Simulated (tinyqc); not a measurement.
Charge neutrality of a doped semiconductor with incomplete ionisation: one step, computed by the program tinyqc.

Energies are counted from the top of the valence band; E_D is measured down from the conduction band and E_A up from the valence band.

Problem. Densities at the solution. n = N_c F_1/2((E_F - E_g)/k_B T), p = N_v F_1/2(-E_F/k_B T). F_1/2(eta) = (2/sqrt(pi)) int_0^infinity sqrt(x)/(1 + exp(x - eta)) dx, by the trapezoid rule in t = sqrt(x) with step 0.02 up to t = 12 (for eta < -12 by exp(eta) - exp(2 eta)/2^(3/2)). N_A- = N_A/(1 + g_A exp((E_A - E_F)/k_B T)).

Inputs (values chosen for the exercise, modelled on InP):

| quantity | value | unit |
|---|---|---|
| acceptor density N_A | 2.8e+18 | cm^-3 |
| acceptor depth E_A | 0.0407 | eV |
| acceptor degeneracy g_A | 4 | - |
| static dielectric constant eps_s | 12.1 | - |
| temperature T | 300 | K |

Doping: p-type. Statistics of the bands: Fermi-Dirac.

Fermi level E_F (last iterate) = 0.06217316 eV

gap E_g = 1.376507 eV

N_c = 5.299221e+17 cm^-3

N_v = 1.166269e+19 cm^-3

k_B T = 0.02585200 eV

Give: majority density p; minority density n; ionised share of the acceptors; distance of E_F from the majority band edge.

Solution.

majority density p = 1.021e+18 cm^-3

minority density n = 4.409e-05 cm^-3

ionised share of the acceptors = 0.3645

distance of E_F from the majority band edge = 0.06217 eV

Caution: N^(1/3) a is above 0.2 for the radius a = e^2/(8 pi eps_0 eps_s E) of the dopant: near the Mott value, 0.26, the level broadens, and above it the level has merged with the band and all dopants are ionised, so such results of a fixed depth are only formal.
